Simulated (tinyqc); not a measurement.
Abrupt p-n junction, non-linear Poisson equation by Newton steps: one step of the calculation.

One dimension, p side on the left, n side on the right; net doping C = -Na for x < 0 and +Nd for x > 0. The potential psi is counted from the intrinsic level, and the quasi-Fermi potentials are flat: 0 for holes and -V for electrons, so n = ni exp((psi + V)/Vt) and p = ni exp(-psi/Vt) (Boltzmann statistics, full ionisation, no current). Under reverse bias this makes the minority densities vanishingly small everywhere; they play no part in the charge.

Problem. Intrinsic density, end potentials and Debye lengths. ni = sqrt(Nc Nv) exp(-Eg/(2 Vt)), Eg in volts; psi_p = -Vt ln(Na/ni), psi_n = Vt ln(Nd/ni) - V; Debye length sqrt(eps0 eps_r Vt/(q N)).

Values chosen for this exercise; band and dielectric values close to those of silicon: temperature T = 450 K; band gap Eg = 1.13 eV; relative permittivity eps_r = 11.7; conduction-band density of states at T Nc = 5.22e19 cm^-3; valence-band density of states at T Nv = 4.91e19 cm^-3; acceptor density of the p side Na = 2e17 cm^-3; donor density of the n side Nd = 4.7e17 cm^-3; bias of the p side against the n side V = -3.2 V.

Constants: q = 1.602176634e-19 C, kB = 1.380649e-23 J/K, Vt = kB T/q, eps0 = 8.8541878128e-14 F/cm where lengths are in cm. Results are converted to the units shown.

Find: ni; psi_p; psi_n; Debye length, p side; Debye length, n side.

Solution.

ni = 2.380e13 cm^-3
psi_p = -0.3504 V
psi_n = 3.584 V
Debye length, p side = 11.20 nm
Debye length, n side = 7.304 nm

tinyqc, about 0.03 s, one thread, Intel Xeon 2.30GHz (shared host): `OMP_NUM_THREADS=1 python tinyqc.py 2000038 2000039 out.jsonl`
